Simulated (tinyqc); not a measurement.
Comparisons within one model: shallow donor in an anisotropic valley (effective-mass theory). A value that a table varies takes the place of the one given here.

One valley: H = -c [(d2/dx2 + d2/dy2)/mt + (d2/dz2)/ml] - q/(eps r), c = hbar^2/2m0, q = e^2/(4 pi eps0). Trial function exp(-sqrt((x^2 + y^2)/a^2 + z^2/b^2)) with a > b: T = (c/3)(2/(mt a^2) + 1/(ml b^2)), V = -(q/eps) atan(u/b)/u, u = sqrt(a^2 - b^2). The central cell of the impurity is left out.

Constants: hbar^2/2m0 = 3.80998211 eV angstrom^2; e^2/(4 pi eps0) = 14.39964547 eV angstrom; Ry = 13.60569312 eV; a0 (Bohr radius) = 0.5291772105 angstrom.

Inputs chosen for the exercise (near those of a group-V donor in Si; the results hold for these values, not for the real material): mt = 0.186 m0 (transverse mass); eps = 11.7 (dielectric constant); xs = (1.4, 2.1, 2.8, 6, 12, 25, 37, 190) (ratios ml/mt); E0 = -28.9 meV (single-valley level); D0 = 2.31 meV (central-cell shift); D1 = 1.98 meV (coupling of perpendicular valleys); D2 = 0.94 meV (coupling of opposite valleys); ml = 0.893 m0 (longitudinal mass).

## Mass anisotropy

mt and eps fixed, ml varied. Energies in units of Ry*(mt) = Ry mt/eps^2 and lengths in a*(mt) = a0 eps/mt; the last two columns use one mass, 3/(1/ml + 2/mt) or (ml mt^2)^(1/3).

Results:
```
ml/mt   a/a*    b/a  binding  conductivity mass  density-of-states mass
1.40   0.932  0.887    1.115              1.105                   1.119
2.10   0.862  0.768    1.259              1.212                   1.281
2.80   0.818  0.694    1.364              1.273                   1.409
6.00   0.724  0.532    1.648              1.385                   1.817
12.0   0.658  0.418    1.906              1.440                   2.289
25.0   0.605  0.325    2.167              1.471                   2.924
37.0   0.582  0.284    2.300              1.480                   3.332
190    0.514  0.163    2.776              1.496                   5.749
```

What can be read from the table?

The binding grows from 1.11 to 2.78 Ry*(mt); for ml going to infinity the exact problem becomes two-dimensional, with 4 Ry*. The conductivity mass saturates at 1.5 and underbinds, by 16 % at ml/mt = 6; the density-of-states mass errs by +10 % there and by +107 % in the last row. With these mt and eps one unit is 18.49 meV.

## Strain along [001] (shallow donor in effective-mass theory, with valley-orbit splitting)

Basis: the 1s envelopes of the valleys +x, -x, +y, -y, +z, -z. Diagonal E0 - D0, element -D2 between opposite valleys and -D1 between perpendicular ones. Strain along [001] adds 2 Ds/3 to the z valleys and -Ds/3 to the others.

Ground level, gap to the next level, weight in the z valleys and contact density (sum of amplitudes)^2/6.

Results:
```
Ds (meV)  ground (meV)  gap (meV)  z weight  contact density  ground less band edge (meV)
-120           -112.42       2.15     0.998            0.379                       -32.42
-40             -59.67       2.73     0.977            0.481                       -33.00
-15             -44.49       4.22     0.851            0.719                       -34.49
-5              -40.59       6.98     0.546            0.954                       -37.25
0               -40.07       9.80     0.333            1.000                       -40.07
5               -40.47       8.53     0.188            0.972                       -38.80
15              -42.64       7.37     0.070            0.883                       -37.64
40              -50.15       6.54     0.015            0.778                       -36.81
120             -76.36       6.09     0.002            0.708                       -36.36
```

How do the results move?

The scale is the A1-E splitting 6 D1 = 11.9 meV. The contact density is largest without strain and falls to 0.379 and 0.708 at the ends, towards 1/3 (two valleys) and 2/3 (four valleys). The binding below the lowest band edge drops from 40.1 meV to 32.4 meV when the two z valleys are lowest and to 36.4 meV when the four others are, since fewer valleys share the coupling.

## What each parameter does

The minimum of the trial energy. Each row changes one parameter from the base and keeps the others.

Results:
```
case           E (meV)  a (angstrom)  b (angstrom)    b/a
base            -28.92         24.92         14.33  0.575
ml = 0.714 m0   -27.38         25.82         16.06  0.622
mt = 0.205 m0   -31.14         22.96         13.66  0.595
eps = 12.9      -23.79         27.47         15.80  0.575
```

What can be read from the table?

The largest shifts from the base row, up to three for each result and ties (the steps differ in size, so this ranks the rows, not the parameters). E (meV): eps +5.13, mt -2.21, ml +1.55. a (angstrom): eps +2.56, mt -1.96, ml +0.91. b (angstrom): ml +1.73, eps +1.47, mt -0.67. b/a: ml +0.047, mt +0.020; unchanged at the printed digits by eps. eps only rescales the solution (E as 1/eps^2, lengths as eps), so b/a depends on ml/mt alone.

Computed by tinyqc, a small Python program: `OMP_NUM_THREADS=1 python tinyqc.py 1282530 1282531 out.jsonl` (the numbers bound the seed that draws the inputs); one thread of a shared host (Intel(R) Xeon(R) Processor @ 2.30GHz), about 0.01 s for the whole set of steps.
